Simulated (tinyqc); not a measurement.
Floating body of a partially depleted SOI transistor: body voltage and kink: output curve and kink.

Source at 0 V. Channel current Ic = 2 nf K Vt^2 [F(0) - F(Vd)](1 + la Vd), F(V) = ln^2(1 + exp((Vg - VT - nf V)/(2 nf Vt))), VT = VT0 - gb Vb. Saturation voltage Vs = 2 Vt sqrt(F(0)) + 3 Vt, excess Ve = (Vd - Vs + sqrt((Vd - Vs)^2 + 0.0004 V^2))/2, multiplication M1 = Ai Ve exp(-Bl/Ve). Each junction passes D(v) = J1 (exp(v/Vt) - 1) + J2 (exp(v/(2 Vt)) - 1). Bipolar current Ib = bb J1 (exp(Vb/Vt) - 1). The body settles where M1 (Ic + Ib) = D(Vb) + D(Vb - Vd) + Vb/Rb; drain current Id = (1 + M1)(Ic + Ib) - D(Vb - Vd).

Rows with more than one solution for Vb (latch) are left out; dId/dVd by a forward difference over 1e-4 V, swing = 1e-4 V over the change of log10 Id; M1 under 1e-12 is printed as 0.

Values chosen for this exercise; values of the order met in partially depleted silicon-on-insulator transistors: temperature T = 300 K; threshold at zero body voltage VT0 = 0.53 V; fall of the threshold per volt of body voltage gb = 0.33; slope factor nf = 1.29; gain factor per width K = 540 uA/(V^2 um); channel-length modulation factor la = 0.06 1/V; impact-ionisation prefactor Ai = 1.29 1/V; impact-ionisation voltage Bl = 6.4 V; diffusion saturation current of each junction J1 = 1.4e-13 uA/um; recombination saturation current of each junction J2 = 8.9e-8 uA/um; gain of the lateral bipolar transistor on the diffusion current bb = 3; resistance of a weak body tie to the source (1e9 stands for no tie, and the term is then dropped) Rb = 1e9 kohm um; gate voltage Vg = 0.75 V.

Constants: q = 1.602176634e-19 C, kB = 1.380649e-23 J/K, Vt = kB T/q. Results are converted to the units shown.

Output curve and kink:

| Vd (V) | Vb (V) | M1 | Id, floating (uA/um) | Id, grounded (uA/um) | ratio | dId/dVd, floating (uS/um) | dId/dVd, grounded (uS/um) |
|---|---|---|---|---|---|---|---|
| 0.84 | 0.3295 | 2.181e-6 | 23.83 | 10.88 | 2.191 | 53.92 | 0.6245 |
| 1 | 0.4805 | 3.090e-5 | 31.84 | 10.98 | 2.900 | 45.67 | 0.6480 |
| 1.16 | 0.5863 | 2.211e-4 | 38.31 | 11.09 | 3.456 | 34.94 | 0.7233 |
| 1.32 | 0.6550 | 9.853e-4 | 43.07 | 11.21 | 3.841 | 25.32 | 0.8778 |
| 1.48 | 0.6993 | 0.003116 | 46.70 | 11.37 | 4.107 | 20.96 | 1.123 |
| 1.64 | 0.7303 | 0.007677 | 50.03 | 11.58 | 4.322 | 21.35 | 1.456 |
| 1.8 | 0.7538 | 0.01580 | 53.74 | 11.84 | 4.538 | 25.64 | 1.864 |

Vb rises from 0.329 to 0.754 V and the ratio of the currents rises from 2.19 to 4.54. The output conductance with a floating body exceeds the grounded value by the largest factor among the rows, 86.3, at Vd = 0.84 V, where Vb = 0.329 V and M1 = 2.18e-6.

Range of the model: The multiplication law is an empirical form chosen for the exercise; self-heating and capacitive coupling to the body are left out, and the linear laws are rough once Vb passes about 0.7 V or M1 about 0.1.

Computed by the program tinyqc: `OMP_NUM_THREADS=1 python tinyqc.py 2182085 2182086 out.jsonl`, one thread of a shared Intel Xeon 2.30GHz, about 0.2 s for the whole run.
